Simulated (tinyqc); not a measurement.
Free and trapped electrons in a MOS channel with a dense trap tail: one step of the calculation.

p-type body, charge-sheet picture, full ionisation (an idealisation for deep acceptors), Boltzmann statistics for free electrons. e = Ec - EF at the surface. Acceptor-like traps of density D(E) = D0 + De exp(-E/Ew) at depth E below Ec, from 0 to Eu, hold n_t = integral of D(E)/(1 + exp((e - E)/Vt)). psi = Eg - Vt ln(Nv/Na) - e; N_dep = sqrt(2 eps0 eps_r Na (psi - Vt)/q); n_f = sqrt(N_dep^2 + 2 eps0 eps_r Vt Nc exp(-e/Vt)/q) - N_dep; Vg = Vfb + psi + q (N_dep + n_t + n_f)/Cox, Cox = eps0 eox/tox.

Question. Charges and gate voltage. psi, N_dep, n_f and Vg as defined, with the n_t given; free share n_f/(n_f + n_t); apparent mobility mf n_f/(n_f + n_t); gate voltage spent on traps q n_t/Cox.

Inputs (values chosen for the exercise); band and dielectric values close to those of 4H silicon carbide: temperature T = 300 K; band gap Eg = 3.24 eV; relative permittivity eps_r = 9.65; conduction-band density of states at T Nc = 1.71e19 cm^-3; valence-band density of states at T Nv = 2.46e19 cm^-3; relative permittivity of the insulator eox = 3.9; insulator thickness tox = 28 nm; acceptor density Na = 6.2e16 cm^-3; flat-band voltage without trapped charge Vfb = -2.72 V; mobility of free electrons mf = 71 cm^2/(V s); Ec - EF at the surface e = 0.034 eV.

Constants: q = 1.602176634e-19 C, kB = 1.380649e-23 J/K, Vt = kB T/q, eps0 = 8.8541878128e-14 F/cm where lengths are in cm. Results are converted to the units shown.

n_t = 5.8165779e11 cm^-2

Find: psi; N_dep; n_f; Vg; free share; apparent mobility; gate voltage spent on traps.

Answer.

psi = 3.051 V
N_dep = 1.414e12 cm^-2
n_f = 3.928e11 cm^-2
Vg = 3.435 V
free share = 40.31 %
apparent mobility = 28.62 cm^2/(V s)
gate voltage spent on traps = 0.7557 V

tinyqc, about 0.02 s, one thread, Intel Xeon 2.30GHz (shared host): `OMP_NUM_THREADS=1 python tinyqc.py 2222193 2222194 out.jsonl`
